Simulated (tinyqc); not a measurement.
Changing the Huang-Rhys factor S: non-radiative capture by multiphonon emission, one effective mode. Computed by tinyqc, a small Python program. Command: `OMP_NUM_THREADS=1 python tinyqc.py 3023742 3023743 out.jsonl capture sweep`. One thread of a shared host (Intel(R) Xeon(R) Processor @ 2.30GHz), about 0.04 s of CPU time with the checks.

The initial state (free carrier plus empty centre) lies dE above the final state; both have the same frequency and are displaced by dQ.

Inputs (values chosen for the exercise, with mass, screening and phonons like those of diamond):
```
quantity                     value                   unit
energy released dE            1.01                     eV
phonon energy hbar omega       102                    meV
electron-phonon coupling W  0.0038  eV/(u^(1/2) angstrom)
cell volume V                  910             angstrom^3
degeneracy g                     4                      -
broadening b                    75                    meV
carrier mass m               0.788                    m_0
temperature T                  120                      K
defect density N_t           1e+13                  cm^-3
```

Centre: neutral.

Constants: hbar^2/u = 4.18015928e-03 eV angstrom^2; k_B = 8.617333262e-05 eV/K; hbar = 6.582119569e-16 eV s; k_B = 1.380649e-23 J/K; m_0 = 9.1093837015e-31 kg.

Method:
- dQ = sqrt(2 S (hbar^2/u)/hbar omega); relaxation energy lambda = S hbar omega; phonons needed P = dE/hbar omega; classical barrier E_b = (dE - lambda)^2/(4 lambda); occupation n = 1/(exp(hbar omega/k_B T) - 1).
- Huang-Rhys weight for a net emission of p phonons: L_p = exp(-S (2n + 1)) ((n + 1)/n)^(p/2) I_p(2 S sqrt(n (n + 1))), I_p the modified Bessel function.
- M_p = sum_m w_m <m_i|Q|(m + p)_f>^2 with Q counted from the final minimum and Boltzmann weights w_m for m = 0..24; <m_i|Q|k_f> = sqrt((hbar^2/u)/(2 hbar omega)) [sqrt(k) <m|k-1> + sqrt(k+1) <m|k+1>], with overlaps of oscillators displaced by d = sqrt(2 S) summed on 1500 points from -16 to 16 + d.
- The delta function is a Gaussian of standard deviation b at dE - p hbar omega.
- C_0 = V (2 pi/hbar) g W^2 sum_p M_p Gaussian_p. The sum runs over the seven p from round(P) - 3 to round(P) + 3; 1 angstrom^3 = 1e-24 cm^3.
- For a neutral centre the Sommerfeld factor is 1.
- C = s C_0; v = sqrt(3 k_B T/m); sigma = C/v; tau = 1/(C N_t).

One run for each value:
```
Huang-Rhys factor S  capture coefficient C (cm^3/s)  classical barrier E_b (eV)  dQ (u^(1/2) angstrom)
0.74                                     5.7826e-16                      2.8926                0.24628
0.92                                     2.6905e-15                      2.2361                0.27460
1.20                                     1.7252e-14                      1.6091                0.31362
1.40                                     4.9929e-14                      1.3166                0.33875
1.80                                     2.7198e-13                      0.9299                0.38410
2.30                                     1.3328e-12                      0.6407                0.43419
2.80                                     4.4737e-12                      0.4593                0.47906
3.50                                     1.6085e-11                      0.2986                0.53561
4.40                                     5.2076e-11                      0.1754                0.60053
```

What does the table show, and why?

Over the rows, capture coefficient C (cm^3/s) rises from 5.78e-16 to 5.21e-11 (exponent d ln y / d ln x 7.1 between the first rows and 5.1 between the last); classical barrier E_b (eV) falls from 2.89 to 0.175 (exponent d ln y / d ln x -1.2 between the first rows and -2.3 between the last); dQ (u^(1/2) angstrom) rises from 0.246 to 0.601 (exponent d ln y / d ln x about 0.50 throughout). The barrier vanishes where S equals the number of phonons needed, dE/hbar omega = 9.9.

Caution (rows 0.740, 0.920, 1.20, 1.40, 1.80, 2.30, 2.80, 3.50): the largest term is not the one nearest energy conservation, so C_0 depends strongly on the broadening b.

Extremes, crossings and ranges named in words are read from the listed rows.
